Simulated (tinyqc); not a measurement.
# Schottky diode by thermionic emission with image-force lowering and series resistance: two studies

Metal on an n-type semiconductor with one parabolic valley; V > 0 is forward bias (metal positive). I = I0 [exp(Vj/(n Vt)) - 1] with Vj = V - I Rs; I0 = S A* T^2 exp(-(phi - dphi)/Vt), the lowering dphi taken at zero bias.

Inputs (values chosen for the exercise); band and dielectric values close to those of gallium arsenide: temperature T = 300 K; electron mass me = 0.0661 m0; relative permittivity eps_r = 12.7; barrier height seen from the metal phi = 0.62 eV; donor density Nd = 1.2e15 cm^-3; area S = 2.6e-5 cm^2; ideality factor n = 1.2; series resistance Rs = 2.3 ohm.

Constants: q = 1.602176634e-19 C, kB = 1.380649e-23 J/K, h = 6.62607015e-34 J s, m0 = 9.1093837015e-31 kg, Vt = kB T/q, eps0 = 8.8541878128e-14 F/cm where lengths are in cm. Results are converted to the units shown.

Each table varies one quantity; the others keep the values above.

## Soft saturation in reverse bias

A* = 4 pi q me m0 kB^2/h^3 (times 1e-4 for A/(cm^2 K^2)); Nc = 2 (2 pi me m0 kB T/h^2)^1.5 (times 1e-6 for cm^-3); xi = Vt ln(Nc/Nd), Vbi = phi - xi; surface field Em = sqrt(2 q Nd (Vbi - V - Vt)/(eps0 eps_r)); dphi = sqrt(q Em/(4 pi eps0 eps_r)). Here dphi follows the bias, J = -A* T^2 exp(-(phi - dphi(V))/Vt) [1 - exp(V/Vt)], without Rs.

Soft saturation in reverse bias:

| V (V) | Em (kV/cm) | dphi (meV) | J (A/cm^2) |
|---|---|---|---|
| -0.2 | 14.82 | 12.96 | -4.532e-5 |
| -0.5 | 17.95 | 14.27 | -4.768e-5 |
| -1 | 22.21 | 15.87 | -5.073e-5 |
| -2 | 28.90 | 18.10 | -5.531e-5 |
| -4 | 38.98 | 21.02 | -6.192e-5 |
| -7 | 50.45 | 23.92 | -6.926e-5 |
| -10 | 59.76 | 26.03 | -7.516e-5 |
| -15 | 72.67 | 28.70 | -8.335e-5 |

dphi rises from 13.0 to 28.7 meV, as the square root of the field, and |J| grows by a factor of 1.84: the reverse current does not saturate. Tunnelling and generation are left out.

## Current against voltage

Same model as above.

The apparent ideality is (dV/d ln I)/Vt.

Current against voltage:

| V (V) | I (A) | Vj (V) | apparent ideality |
|---|---|---|---|
| 0.05 | 4.5224e-9 | 0.050000 | 0.96055 |
| 0.13 | 7.3342e-8 | 0.13000 | 1.1818 |
| 0.22 | 1.3537e-6 | 0.22000 | 1.1991 |
| 0.3 | 1.7835e-5 | 0.29996 | 1.2015 |
| 0.39 | 3.1739e-4 | 0.38927 | 1.2282 |
| 0.47 | 0.0033430 | 0.46231 | 1.4974 |
| 0.55 | 0.016551 | 0.51193 | 2.6725 |
| 0.64 | 0.042850 | 0.54144 | 5.0123 |
| 0.72 | 0.070850 | 0.55704 | 7.5034 |
| 0.81 | 0.10471 | 0.56916 | 10.516 |

Read the table: what changes, and by how much?

I rises from 4.52e-9 to 0.105 A, and the apparent ideality rises from 0.961 to 10.5, against n = 1.2. It starts below n because the -1 in the diode law still counts there. From V = 0.55 V on, I Rs exceeds n Vt and the resistance bends the curve. In 5 of the 10 rows Vj is within 3 Vt of Vbi or past it, where the depletion layer is gone and the emission formula overstates the current.

Program tinyqc, `OMP_NUM_THREADS=1 python tinyqc.py 2640087 2640088 out.jsonl`; Intel Xeon 2.30GHz, shared host, one thread, about 0.01 s.
